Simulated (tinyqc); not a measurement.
Small-signal admittance of a forward-biased p+-n diode: two steps of the calculation.

Holes injected into a neutral base of width wb with an ohmic contact at its end; low injection, p0 far above the equilibrium density. A small voltage v exp(i w t), w = 2 pi f, modulates the edge density by p0 v/Vt, and the small-signal density obeys Dp d2p/dx2 = (1/tau + i w) p.

Parameters, values chosen for the exercise; permittivity close to that of silicon: temperature T = 350 K; relative permittivity eps_r = 11.7; donor density of the base Nd = 7.5e16 cm^-3; hole diffusion coefficient Dp = 12 cm^2/s; hole lifetime tau = 1e-7 s; width of the neutral base wb = 8.2 um; excess hole density at the junction edge p0 = 8.2e12 cm^-3; acceptor density of the p+ side Na = 4e18 cm^-3; signal frequency f = 7.4e5 Hz.

Constants: q = 1.602176634e-19 C, kB = 1.380649e-23 J/K, Vt = kB T/q, eps0 = 8.8541878128e-14 F/cm where lengths are in cm. Results are converted to the units shown.

Problem 1. Closed-form admittance. L = sqrt(Dp tau); direct current J = (q Dp p0/L) coth(wb/L); k = sqrt(1 + i w tau)/L; diffusion admittance Y = (q Dp p0/Vt) k coth(k wb) = G + i w C_diff; junction capacitance C_j = sqrt(q eps0 eps_r Nd/(2 Vr)) in the depletion approximation, with the remaining barrier Vr = Vt ln(Na/p0), a rough value under forward bias; base-width modulation is left out.

Wanted: L; J; k wb; Y; C_diff; C_j.

Solution 1.

L = 10.954 um
J = 0.022690 A/cm^2
k wb = 0.76755+0.16971i
Y = 0.75312+0.05151i S/cm^2
C_diff = 0.011079 uF/cm^2
C_j = 0.12552 uF/cm^2

G is 1.00 times its low-frequency value J/Vt, and C_diff is 0.0883 times C_j.

Problem 2. The same by finite differences. 7 equal intervals, h = wb/7; u = small-signal density over its edge value, u_0 = 1, u_7 = 0; u_(i-1) + b u_i + u_(i+1) = 0 with b = -2 - h^2 (1/tau + i w)/Dp; Y = (q Dp p0/(Vt h)) (-b/2 - u_1), which includes the half box at the edge.

Give: b; u; Y on the mesh.

Solution 2.

b = -2.0114-0.0053i
u, node 1 to 6: 0.83665-0.00904i  0.68291-0.01373i  0.53706-0.01494i  0.39742-0.01347i  0.26241-0.01005i  0.13044-0.00534i
Y on the mesh = 0.75442+0.05218i S/cm^2

Numbers from tinyqc (`OMP_NUM_THREADS=1 python tinyqc.py 2890147 2890148 out.jsonl`; about 0.01 s on one thread of a shared Intel Xeon 2.30GHz).
